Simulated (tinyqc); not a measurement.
Signal and retention of a DRAM cell: two steps of the calculation.

A stored one starts at Vd and leaks: Cs dV/dt = -I(V), I = a sqrt((V + Vb)/(Vd + Vb)) + b, with a = Ig exp[-(Eg1 q/kB)(1/T - 1/T0)] (generation in a depletion layer) and b = Is exp[-(Es q/kB)(1/T - 1/T0)]. The bit line is precharged to Vd/2, and charge sharing gives the signal (V - Vd/2) Cs/(Cs + Cb).

Inputs (values chosen for the exercise):
```
symbol,value,unit,meaning
Vd,1.2,V,array voltage
Cs,19,fF,cell capacitance
Cb,64,fF,bit-line capacitance
dm,56,mV,smallest signal that the sense amplifier resolves
Vb,1.27,V,built-in plus back-bias voltage of the storage junction
Ig,0.92,fA,junction leakage at V = Vd and T0
Is,1.7,fA,voltage-independent leakage at T0
Es,0.3,eV,activation energy of Is
T0,358,K,reference temperature
T,368,K,temperature
Eg1,0.63,eV,activation energy of Ig
```

Constants: q = 1.602176634e-19 C, kB = 1.380649e-23 J/K. Results are converted to the units shown.

Question 1. Signal and margin. The cell fails below Vc = Vd/2 + dm (Cs + Cb)/Cs.

Wanted: transfer ratio; signal of a fresh one; Vc; charge that may be lost; the same in electrons.

Answer 1.

transfer ratio = 0.2289
signal of a fresh one = 137.3 mV
Vc = 0.8446 V
charge that may be lost = 6.752 fC
the same in electrons = 4.214e4

Question 2. Retention time. With s = sqrt((Vc + Vb)/(Vd + Vb)), the time from Vd to Vc is t = [2 Cs (Vd + Vb)/a] [1 - s - (b/a) ln((a + b)/(a s + b))].

Vc = 0.84463158 V

Find: a; b; retention time; estimate with the current held at a + b.

Answer 2.

a = 1.6025 fA
b = 2.2142 fA
retention time = 1.7971 s
estimate with the current held at a + b = 1.7691 s

Range of the model: Real arrays also hold a tail of unusually leaky cells and cells whose retention varies in time, which this model lacks.

Program tinyqc, `OMP_NUM_THREADS=1 python tinyqc.py 2130113 2130114 out.jsonl`; Intel Xeon 2.30GHz, shared host, one thread, about 0.01 s.
